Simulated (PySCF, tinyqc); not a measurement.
Worked calculation: FCI on RHF in the sto-6g basis, for H3-, spin multiplicity 1. The basis has no diffuse functions, so it cannot describe the extra electron: this is an exercise in the method, not the real anion. The lowest restricted solution is unstable here: a spin-polarised one lies 0.0005 hartree lower (PySCF). One step of it, computed by the program tinyqc.

Problem. FCI: determinants and Hamiltonian. Slater-Condon rules over spin orbitals, with the nuclear repulsion added and E(HF) subtracted on the diagonal. Only determinants linked to the reference directly or through others are kept (one block of an abelian symmetry group), so some states are absent.

one-electron integrals over orbitals h = C^T H C (hartree), lower triangle:
```
           1          2          3
1  -1.717464
2  -0.000013  -1.152385
3  -0.014464   0.000006  -0.945760
```

Two-electron integrals over orbitals (pq|rs), unique and non-zero (hartree):
```
(11|11) 0.595852    (21|11) -0.000027   (21|21) 0.136879    (22|11) 0.544734
(22|21) 0.000040    (22|22) 0.621666    (31|11) 0.048406    (31|21) 0.000013
(31|22) -0.072118   (31|31) 0.145131    (32|11) 0.000019    (32|21) -0.110294
(32|22) -0.000031   (32|31) -0.000020   (32|32) 0.106963    (33|11) 0.591992
(33|21) -0.000031   (33|22) 0.525225    (33|31) 0.087876    (33|32) 0.000022
(33|33) 0.634276
```

nuclear repulsion = 1.59685613 hartree

Hartree-Fock energy = -1.02014336 hartree

Give: determinants; H - E(HF) between determinants.

Solution.

Occupation strings over the orbitals (2 doubly, a alpha, b beta, 0 empty; spin orbitals ordered 1a 1b 2a 2b ...): 220 2ab a2b 2ba b2a 202 ab2 ba2 022

H - E(HF) between determinants (hartree), lower triangle:
```
        220      2ab      a2b      2ba      b2a      202      ab2     ba2
220  0.0000
2ab  0.0000   0.1964
a2b  0.0000   0.0000   0.7587
2ba  0.0000  -0.1070   0.0000   0.1964
b2a  0.0000   0.0000  -0.1451   0.0000   0.7587
202  0.1070   0.0001   0.1103  -0.0001  -0.1103   0.5984
ab2  0.0000  -0.1103   0.0000   0.1600   0.0000  -0.0001   1.0170
ba2  0.0000   0.1600   0.0000  -0.1103   0.0000   0.0001  -0.1369  1.0170
022  0.1451   0.0000   0.0395   0.0000  -0.0395   0.1369   0.0000  0.0000

        022
022  1.5636
```
